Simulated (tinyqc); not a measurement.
# Changing the band width W

Model: Stoner model of a band magnet at zero temperature. Computed by tinyqc, a small Python program. Command: `OMP_NUM_THREADS=1 python tinyqc.py 3001789 3001790 out.jsonl stoner sweep`. One thread of a shared host (Intel(R) Xeon(R) Processor @ 2.30GHz), about 0.05 s of CPU time with the checks.

Five orbitals per spin share one band; u = (E - E_bottom)/W runs from 0 to 1, and the states per spin, atom and energy are g = 5 d(u)/W with d = 1 - c cos(4 pi u). N(u) is the integral of d from 0. The moment m = n_up - n_down (electrons per atom) moves the fillings to n +/- m/10; the energy is E(m) = E_band(m) - I m^2/4.

Inputs (values chosen for the exercise, for a model d band):
```
quantity                    value  unit
filling n per spin orbital   0.35     -
Stoner parameter I           0.85    eV
depth c of the valley        0.71     -
start moment m0              0.86  mu_B
largest number of steps       600     -
```

Density of states: two peaks.

Method. Solve N(u_F) = n; g_F = 5 d(u_F)/W; the Stoner product is I g_F. Split the bands by Delta = I m, find the common Fermi level that keeps 10 n electrons, and read m(out) = 5 [N(u + Delta/(2W)) - N(u - Delta/(2W))], N clipped to 0 and 1. Start from m0 (at most 0.9 m_max, m_max = 10 min(n, 1 - n)); stop when m changes by less than 1e-8; moments under 1e-5 count as 0.

One run for each value:
```
band width W (eV)  moment m (mu_B)  Stoner product I g_F  g_F (1/eV)
3.64                         3.500                 1.766       2.077
4.23                         1.626                 1.519       1.787
4.83                         1.428                 1.331       1.565
5.42                         1.235                 1.186       1.395
6.02                         0.861                 1.068       1.256
6.61                         0.000                 0.972       1.144
7.21                         0.000                 0.891       1.049
7.80                         0.000                 0.824       0.969
8.40                         0.000                 0.765       0.900
```

Describe and explain the trends.

Over the rows, moment m (mu_B) falls from 3.50 to 0, flat over part of the range; Stoner product I g_F falls from 1.77 to 0.765 (exponent d ln y / d ln x about -1.0 throughout); g_F (1/eV) falls from 2.08 to 0.900 (exponent d ln y / d ln x about -1.0 throughout). Compression widens the band and lowers g_F as 1/W, which is how pressure quenches a band moment.

Extremes, crossings and ranges named in words are read from the listed rows.
